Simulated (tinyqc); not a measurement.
Epitaxial growth on a vicinal surface: Burton-Cabrera-Frank step flow, step-edge barrier and island nucleation: one step, computed by the program tinyqc.

Adatoms land at rate F, hop on a square grid (a simplification for hexagonal faces), desorb, or join steps. Lengths are in units of a and n is the adatom coverage. Steps ascend at x = 0 and descend at x = l.

Question. Step flow or islands. Island density on a flat surface without desorption: N = 0.25 (F/D)^(i/(i+2)) exp(E_i/((i+2) k_B T)) per site, with E_i = 0 for i = 1; spacing l_n = N^(-1/2). Step flow needs an effective width l_eff = 2 x(peak) below l_n. Temperatures in kelvin are T(C) + 273.15.

Inputs (values chosen for the exercise, close to those used for Si(001)): deposition rate F = 0.93 layers/s; temperature T = 730 C; critical nucleus size i = 1.

D = 2.416358e+09 a^2/s

position of the peak = 104.0748 a

Constants: k_B = 8.617333262e-05 eV/K.

Give: island density N on a flat surface; island spacing l_n; ratio l_eff/l_n.

Answer.

island density N on a flat surface = 1.819e-04 per site

island spacing l_n = 74.16 a

ratio l_eff/l_n = 2.807

Islands nucleate on the terraces, and a step-flow solution would overstate the coverage. Caution: twice the distance from the ascending step to the coverage peak exceeds the expected island spacing [0.25 (F/D)^(i/(i+2)) exp(E_i/((i+2) k_B T))]^(-1/2) by 40 % or more, so islands nucleate and the step-flow values are formal. Caution: the prefactor 0.25 and the criterion are estimates, good to a factor of about two in length.
